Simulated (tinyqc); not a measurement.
Reverse leakage of an n+-p junction: diffusion, generation, trap-assisted and band-to-band tunnelling: leakage components against the reverse bias.

One-sided abrupt junction in the depletion approximation, x from the junction (0) to W on the p side, field F = F0 (1 - x/W). Flat quasi-Fermi levels, long p side. Traps generate through SRH with both lifetimes shortened by 1 + Gamma (Hurkx enhancement, form for moderate fields); band-to-band generation is local and needs a total bending above Eg.

ni = sqrt(Nc Nv) exp(-Eg/(2 Vt)), Eg in volts; Vbi = Vt ln(Na Nd/ni^2); W = sqrt(2 eps0 eps_r (Vbi + VR)/(q Na)); F0 = 2 (Vbi + VR)/W; FG = sqrt(24 mt m0 (kB T)^3)/(q hbar); J_diff = q ni^2 sqrt(Dn/tau)(1 - exp(-VR/Vt))/Na. u = (Vbi + VR)(1 - x/W)^2, p = Na exp(-u/Vt), n = Nd exp((u - Vbi - VR)/Vt); G0 = ni^2 (1 - exp(-VR/Vt))/(tau (n + p + 2 ni cosh(Et/Vt))); Gamma = 2 sqrt(3 pi)(F/FG) exp((F/FG)^2); trap-assisted part G0 Gamma; G_bb = Ab F^2.5 exp(-Bb/F) with F in V/cm, zero unless Vbi + VR > Eg, and counted as zero under 1 cm^-3 s^-1. Currents are q times the integrals over 0 to W; J_bb under 1e-8 of J is printed as 0; rows with F0/FG above 2.2, beyond the range of this Gamma, are left out.

Inputs (values chosen for the exercise); band and dielectric values those of a made-up semiconductor:
```
symbol,value,unit,meaning
T,350,K,temperature
Eg,1.27,eV,band gap
eps_r,8.85,,relative permittivity
Nc,3.87e19,cm^-3,conduction-band density of states at T
Nv,3.26e19,cm^-3,valence-band density of states at T
Na,1.2e17,cm^-3,acceptor density of the lighter side
Nd,1e20,cm^-3,donor density of the heavier side
tau,1e-7,s,SRH lifetime of both carriers at zero field
Et,0,eV,trap level above the intrinsic level
mt,0.27,m0,tunnelling mass
Dn,25,cm^2/s,electron diffusion coefficient on the lighter side
Ab,3.1e14,cm^-0.5 V^-2.5 s^-1,band-to-band prefactor
Bb,2.22e7,V/cm,band-to-band field constant
```

Constants: q = 1.602176634e-19 C, kB = 1.380649e-23 J/K, hbar = 1.054571817e-34 J s, m0 = 9.1093837015e-31 kg, Vt = kB T/q, eps0 = 8.8541878128e-14 F/cm where lengths are in cm. Results are converted to the units shown.

The same in every row: J_bb (A/cm^2) = 0.

Results:
```
VR (V)  F0 (kV/cm)  F0/FG  J_diff (A/cm^2)  J_SRH (A/cm^2)  J_TAT (A/cm^2)  J (A/cm^2)              largest part
0.2            255  0.529         1.37e-11         3.00e-8         7.07e-8     1.01e-7  trap-assisted tunnelling
0.5            283  0.585         1.37e-11         6.05e-8         1.64e-7     2.24e-7  trap-assisted tunnelling
0.8            308  0.637         1.37e-11         8.66e-8         2.63e-7     3.49e-7  trap-assisted tunnelling
1.1            331  0.685         1.37e-11         1.10e-7         3.68e-7     4.78e-7  trap-assisted tunnelling
1.4            352  0.729         1.37e-11         1.31e-7         4.80e-7     6.11e-7  trap-assisted tunnelling
1.7            373  0.771         1.37e-11         1.50e-7         6.00e-7     7.50e-7  trap-assisted tunnelling
2              392  0.811         1.37e-11         1.68e-7         7.27e-7     8.96e-7  trap-assisted tunnelling
2.6            428  0.886         1.37e-11         2.02e-7         1.01e-6     1.21e-6  trap-assisted tunnelling
```

Estimate the missing row, VR = 2.3 V.

Computed row:
```
VR (V)  F0 (kV/cm)  F0/FG  J_diff (A/cm^2)  J_SRH (A/cm^2)  J_TAT (A/cm^2)  J (A/cm^2)              largest part
2.3            410  0.849         1.37e-11         1.85e-7         8.63e-7     1.05e-6  trap-assisted tunnelling
```

With this row back in the table: J rises from 1.01e-7 to 1.21e-6 A/cm^2. Trap-assisted tunnelling leads at VR = 0.2 and in all other rows. The ratio J_TAT/J_SRH goes from 2.36 to 5.00 as F0/FG goes from 0.529 to 0.886.

Range of the model: The n+ side is degenerate, so Vbi from Boltzmann statistics is only a guide.

tinyqc, about 0.01 s, one thread, Intel Xeon 2.30GHz (shared host): `OMP_NUM_THREADS=1 python tinyqc.py 2290170 2290171 out.jsonl`
